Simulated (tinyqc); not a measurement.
p-n diode with diffusion and depletion-layer recombination: one step of the calculation.

Abrupt junction in the depletion approximation, low injection, full ionisation, neutral widths fixed, ohmic contact on the p side. Vj is the junction voltage; where a series resistance Rs is given, V = Vj + J Rs is the terminal voltage.

Task. Recombination in the depleted layer. ni = sqrt(Nc Nv) exp(-Eg/(2 Vt)), Eg in volts. Vbi = Vt ln(Na Nd/ni^2), W = sqrt(2 eps0 eps_r (Vbi - Vj)(1/Na + 1/Nd)/q), xp = W Nd/(Na + Nd), xn = W Na/(Na + Nd); u(x) = q Na (x + xp)^2/(2 eps0 eps_r) for x < 0 and Vbi - Vj - q Nd (xn - x)^2/(2 eps0 eps_r) for x > 0; p = Na exp(-u/Vt), n = Nd exp((u - Vbi + Vj)/Vt); U = ni^2 (exp(Vj/Vt) - 1)/(tp (n + ni exp(Et/Vt)) + tn (p + ni exp(-Et/Vt))); J_scr = q times the integral of U from -xp to xn. Trapezoid rule on 15 equal steps.

Values chosen for this exercise; band and dielectric values close to those of silicon:
```
symbol,value,unit,meaning
T,300,K,temperature
Eg,1.12,eV,band gap
eps_r,11.6,,relative permittivity
Nc,2.76e19,cm^-3,conduction-band density of states at T
Nv,2.63e19,cm^-3,valence-band density of states at T
Na,4.8e17,cm^-3,acceptor density
Nd,2.4e17,cm^-3,donor density
tn,3e-9,s,electron lifetime
tp,3e-9,s,hole lifetime
Et,0,eV,trap level above the intrinsic level
Vj,0.53,V,junction voltage at which recombination is evaluated
```

Constants: q = 1.602176634e-19 C, kB = 1.380649e-23 J/K, Vt = kB T/q, eps0 = 8.8541878128e-14 F/cm where lengths are in cm. Results are converted to the units shown.

Wanted: W; x; u; n; p; U; J_scr.

Result.

W = 54.00 nm

```
point,x (nm),u (V),n (cm^-3),p (cm^-3),U (cm^-3 s^-1)
0,-18.00,0.0000,1.854e11,4.800e17,6.179e19
1,-14.40,0.0049,2.236e11,3.979e17,7.455e19
2,-10.80,0.0194,3.927e11,2.266e17,1.309e20
3,-7.20,0.0437,1.004e12,8.867e16,3.345e20
4,-3.60,0.0776,3.732e12,2.384e16,1.244e21
5,0.00,0.1213,2.020e13,4.404e15,6.704e21
6,3.60,0.1674,1.201e14,7.407e14,3.445e22
7,7.20,0.2086,5.921e14,1.503e14,3.995e22
8,10.80,0.2450,2.419e15,3.679e13,1.208e22
9,14.40,0.2765,8.190e15,1.086e13,3.617e21
10,18.00,0.3032,2.299e16,3.871e12,1.290e21
11,21.60,0.3250,5.349e16,1.664e12,5.545e20
12,25.20,0.3420,1.032e17,8.626e11,2.875e20
13,28.80,0.3541,1.649e17,5.396e11,1.799e20
14,32.40,0.3614,2.185e17,4.072e11,1.357e20
15,36.00,0.3638,2.400e17,3.708e11,1.236e20
```

J_scr = 0.005833 A/cm^2

tinyqc, about 0.01 s, one thread, Intel Xeon 2.30GHz (shared host): `OMP_NUM_THREADS=1 python tinyqc.py 2260132 2260133 out.jsonl`
